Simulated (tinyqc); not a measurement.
From G(t) - G(o) back to dopant content x: competing polymorphs of an oxide film: bulk, surface, grain-boundary, dopant and field terms. Computed by tinyqc, a small Python program. Command: `OMP_NUM_THREADS=1 python tinyqc.py 3008858 3008859 out.jsonl polymorph inv`. One thread of a shared host (Intel(R) Xeon(R) Processor @ 2.30GHz), about 0.01 s of CPU time with the checks.

Phases: monoclinic m (reference), polar orthorhombic o, tetragonal t. Free energies per formula unit (f.u.); 1 J/m^2 x angstrom^3/nm = 6.241509 meV.

Inputs (values chosen for the exercise, for a model oxide):
```
quantity                                   value          unit
energy of the polar phase o over m          47.6      meV/f.u.
energy of the tetragonal phase t over m      139      meV/f.u.
entropy of o over m                        0.011  meV/(f.u. K)
entropy of t over m                        0.074  meV/(f.u. K)
surface energy of m                         3.29         J/m^2
surface energy of o                         2.57         J/m^2
surface energy of t                         2.46         J/m^2
grain-boundary energy over surface energy   0.54             -
volume per formula unit Omega               33.1    angstrom^3
film thickness h                             7.4            nm
grain radius R                               8.8            nm
temperature T                                300             K
shift of o per % of dopant                  -4.8      meV/f.u.
shift of t per % of dopant                   -14      meV/f.u.
```

Geometry: columnar grains in a film.

Method. Bulk term b = H - T S + (shift) x, zero for m. The undoped bulk turns from m to t at T = H_t/S_t. Area per volume: A = 2/h + f_b/R (two free faces; the side wall 2/R is shared by two grains and carries f_b gamma); G = b + gamma Omega A.

Question. A run gave the result below. Find the dopant content x, known to lie between 2.7 and 5.6 %.

G(t) - G(o) = 22.62511 meV/f.u.

Answer.

Each step takes the trial c = (a f_b - b f_a)/(f_b - f_a), f being the result less the target and a, b, c the logarithms of the listed values; c replaces end b, the old b replaces a if the sign of f changed, and otherwise f_a is halved.

Scan of the range:
```
dopant content x (%)  G(t) - G(o) (meV/f.u.)
2.70                                 40.1235
3.05                                 36.9035
3.44                                 33.3155
3.89                                 29.1755
4.39                                 24.5755
4.96                                 19.3315
5.60                                 13.4435
```

False position (Illinois rule, in the logarithm of the input) inside the bracket:
```
step    end a    end b    trial  G(t) - G(o) (meV/f.u.)
1     4.39000  4.96000  4.59392                 22.6995
2     4.96000  4.59392  4.60170                 22.6279
3     4.96000  4.60170  4.60228                 22.6226
4     4.60170  4.60228  4.60200                 22.6251
5     4.60228  4.60200  4.60200                 22.6251
```

G(t) - G(o) falls at every point of a 13-point scan of the range (every second point is shown), so one value fits; it is bracketed by 4.39 and 4.96. The scan shows a straight line, so linear interpolation between any two rows gives the answer at once. Answer: dopant content x = 4.602 %.

Caution: this is an equilibrium ranking; real films often keep the phase that nucleates first on cooling from t.
